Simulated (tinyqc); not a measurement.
# From one set of inputs to another, one input at a time

Model: pair-potential crystal by lattice sums. Computed by tinyqc, a small Python program. Command: `OMP_NUM_THREADS=1 python tinyqc.py 3021331 3021332 out.jsonl pairsum ladder`. One thread of a shared host (Intel(R) Xeon(R) Processor @ 2.30GHz), about 0.05 s of CPU time with the checks.

Energy per atom E = (1/2) sum over neighbours of phi(r); d is the nearest-neighbour distance.

The inputs printed are set A. Inputs not listed in the table keep their values of set A, so the rows need not describe a real material.

Inputs (values chosen for the exercise, for model atoms):
```
quantity,value,unit
well depth eps,0.179,eV
pair minimum r0,3.44,angstrom
cut-off r_c/r0,1.86,-
stiffness alpha r0,6.1,-
```

Potential: Morse. Structure: hcp.

Constants: 1 eV/angstrom^3 = 160.2176634 GPa.

Method:
- phi0(r) = eps [exp(-2 alpha (r - r0)) - 2 exp(-alpha (r - r0))]; shifted-force cut-off: phi(r) = phi0(r) - phi0(r_c) - (r - r_c) phi0'(r_c) for r < r_c, zero beyond.
- Shells (distance in units of d, count): fcc 1.0000 (12), 1.4142 (6), 1.7321 (24), 2.0000 (12), 2.2361 (24), 2.4495 (8), 2.6458 (48), 2.8284 (6), 3.0000 (36), 3.1623 (24); hcp 1.0000 (12), 1.4142 (6), 1.6330 (2), 1.7321 (18), 1.9149 (12), 2.0000 (6), 2.2361 (12), 2.3805 (12), 2.4495 (6), 2.5166 (6), 2.5820 (12), 2.6458 (24), 2.7080 (6), 2.8868 (12), 3.0000 (12), 3.1091 (24), 3.1623 (12); bcc 1.0000 (8), 1.1547 (6), 1.6330 (12), 1.9149 (24), 2.0000 (8), 2.3094 (6), 2.5166 (24), 2.5820 (24), 2.8284 (24), 3.0000 (32); sc 1.0000 (6), 1.4142 (12), 1.7321 (8), 2.0000 (6), 2.2361 (24), 2.4495 (24), 2.8284 (12), 3.0000 (30), 3.1623 (24); diamond 1.0000 (4), 1.6330 (12), 1.9149 (12), 2.3094 (6), 2.5166 (12), 2.8284 (24), 3.0000 (16). Volumes per atom in d^3: fcc 0.70711, hcp 0.70711, bcc 0.76980, sc 1.00000, diamond 1.53960; hcp has the ideal c/a. Every shell inside the cut-off is summed.
- Equilibrium: dE/dd = 0 at the lowest minimum with d between 0.78 r0 and 1.45 r0; B = d^2 E''(d)/(9 Omega).
- Unrelaxed vacancy: removing an atom breaks its bonds (2|E|) and placing it on the surface returns |E|, so E_v = |E|.

Each row keeps all changes above it:
```
input moved,from,to,equilibrium distance d (angstrom),energy per atom (eV),bulk modulus B (GPa)
set A,-,-,3.4033,-1.0794,53.57
stiffness alpha r0,6.1,7.4,3.4224,-1.0945,76.71
well depth eps (eV),0.179,0.299,3.4224,-1.8282,128.14
cut-off r_c/r0,1.86,1.73,3.4281,-1.7478,123.22
pair minimum r0 (angstrom),3.44,2.49,2.4814,-1.7478,324.91
```

Equilibrium distance d goes from 3.40 to 2.48, a factor 0.729 in all. The largest single move comes from pair minimum r0 (a factor 0.724). Energy per atom goes from -1.08 to -1.75, -0.668 in all. The largest single move comes from well depth eps (-0.734), and cut-off r_c/r0 works against it (+0.0804). Bulk modulus B goes from 53.6 to 325, a factor 6.07 in all. The largest single move comes from pair minimum r0 (a factor 2.64). The single moves hold for this order of the switches; the total does not depend on the order.

Extremes, crossings and ranges named in words are read from the listed rows.
